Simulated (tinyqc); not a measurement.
Changing the preheat temperature T0: millisecond and nanosecond annealing: surface heating, thermal budget and solid-phase regrowth. Computed by tinyqc, a small Python program. Command: `OMP_NUM_THREADS=1 python tinyqc.py 3007035 3007036 out.jsonl flash sweep`. One thread of a shared host (Intel(R) Xeon(R) Processor @ 2.30GHz), about 0.03 s of CPU time with the checks.

A square pulse heats the surface of a thick wafer with constant thermal properties; losses by radiation are neglected and silicon melts at 1414 C.

Inputs (values chosen for the exercise, modelled on hot silicon with arsenic):
```
quantity                      value        unit
incident fluence               22.5      J/cm^2
pulse length t_p            0.00086           s
reflectance R                  0.32           -
thermal conductivity k         0.23    W/(cm K)
heat capacity per volume c     2.19  J/(cm^3 K)
dopant prefactor D0            10.4      cm^2/s
dopant activation energy E     4.01          eV
regrowth prefactor v0       3.7e+08        cm/s
regrowth energy E_v            2.72          eV
```

Source: scanned laser.

Constants: k_B = 8.617333262e-05 eV/K.

Method:
- Absorbed flux q = (1 - R) fluence/t_p; kappa = k/c. With f(z, t) = (2 q/k) sqrt(kappa t) ierfc(z/(2 sqrt(kappa t))), ierfc(x) = exp(-x^2)/sqrt(pi) - x erfc(x): T = T0 + f(z, t) during the pulse and T0 + f(z, t) - f(z, t - t_p) after it.
- At the surface the rise at the end of the pulse is 2 q sqrt(t_p/(pi k c)); the fluence that just melts the surface scales with (1414 - T0).
- Temperatures in kelvin are T(C) + 273.15.
- Integrate exp(-E/(k_B T(t))) at the surface from 0 to 10 t_p (Gauss-Legendre, 60 points in sqrt(t) up to t_p and 60 in sqrt(t - t_p) after it). (Dt) = D0 x integral with E; regrowth = v0 x integral with E_v; effective time = integral/exp(-E/(k_B T_peak)).

One run for each value; columns: (1) preheat temperature T0 (C); (2) peak temperature (C); (3) diffusion length 2 sqrt(Dt) (nm); (4) effective time over t_p; (5) fluence at the melting threshold (J/cm^2):
```
(1)     (2)      (3)      (4)     (5)
120   949.5  0.00280  0.07399  35.100
160   989.5  0.00528  0.07883  34.015
200  1029.5  0.00958  0.08384  32.930
240  1069.5  0.01680  0.08899  31.845
280  1109.5  0.02856  0.09431  30.760
320  1149.5  0.04715  0.09978  29.675
360  1189.5  0.07580  0.10542  28.590
400  1229.5  0.11891  0.11122  27.505
440  1269.5  0.18236  0.11718  26.420
```

Describe and explain the trends.

Over the rows, peak temperature (C) rises from 949 to 1270; diffusion length 2 sqrt(Dt) (nm) rises from 0.00280 to 0.182; effective time over t_p rises from 0.0740 to 0.117. At fixed fluence the rise is fixed, so the peak follows T0 one to one and the diffusion length follows it exponentially.

Caution (rows 120, 160, 200, 240, 280): cold silicon conducts heat several times better than the constant k used here, so the real melting fluence is higher. Caution (all rows): equilibrium diffusivities are used; implant damage enhances diffusion, and k and c vary with temperature. Caution (all rows): a diffusion length below the atomic spacing of 0.235 nm means about one jump per atom or fewer, so the profile does not change measurably.

Extremes, crossings and ranges named in words are read from the listed rows.
